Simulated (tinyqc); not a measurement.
Programming of a floating-gate cell by Fowler-Nordheim tunnelling: one step of the calculation.

Per tunnel area the floating gate has Ctun = 3.9 eps0/tox to the channel (0 V) and Ccg to the control gate, Ct = Ctun/(1 - ag), no other coupling. With the threshold shift U = -Q/Ccg the field is F = ag (Vg - U)/tox, and dU/dt = J/Ccg. Fowler-Nordheim: J = A F^2 exp(-B/F), A = q^2/(16 pi^2 hbar mo phi) (times 1e14 for A/cm^2 with F in V/nm, emitter mass m0), B = (4/3) sqrt(mo/C) phi^1.5, C = hbar^2/(2 m0).

Task. Constants of the cell. A, B, Ccg = ag Ct, the starting field and current, K = A B ag/(Ccg tox), and the knee time t0 = exp(B/F(0))/K.

Values chosen for this exercise; oxide values close to those of silicon dioxide:
- phi = 3.14 eV (tunnel barrier)
- mo = 0.41 m0 (tunnelling mass)
- tox = 7.1 nm (tunnel oxide thickness)
- ag = 0.66 (coupling ratio Ccg/Ct)
- ar = 2400 nm^2 (tunnel area)
- Vt0 = -1.2 V (threshold shift at the start)
- Vg = 11.2 V (control-gate voltage)

Constants: q = 1.602176634e-19 C, hbar = 1.054571817e-34 J s, m0 = 9.1093837015e-31 kg, eps0 = 8.8541878128e-14 F/cm where lengths are in cm, hbar^2/(2 m0) = 0.0380998212 eV nm^2. Results are converted to the units shown.

Wanted: A; B; Ccg; F(0); J(0); K; t0; electrons for 1 V of shift.

Result.

A = 1.197e8 A cm^-2 (V/nm)^-2
B = 24.34 V/nm
Ccg = 0.9441 uF/cm^2
F(0) = 1.153 V/nm
J(0) = 0.1077 A/cm^2
K = 2.869e14 1/s
t0 = 5.148 us
electrons for 1 V of shift = 141.4

Range of the model: Programming fields of 10 MV/cm and more wear the oxide; trapping and the channel potential are ignored.

Numbers from tinyqc (`OMP_NUM_THREADS=1 python tinyqc.py 2130152 2130153 out.jsonl`; about 0.02 s on one thread of a shared Intel Xeon 2.30GHz).
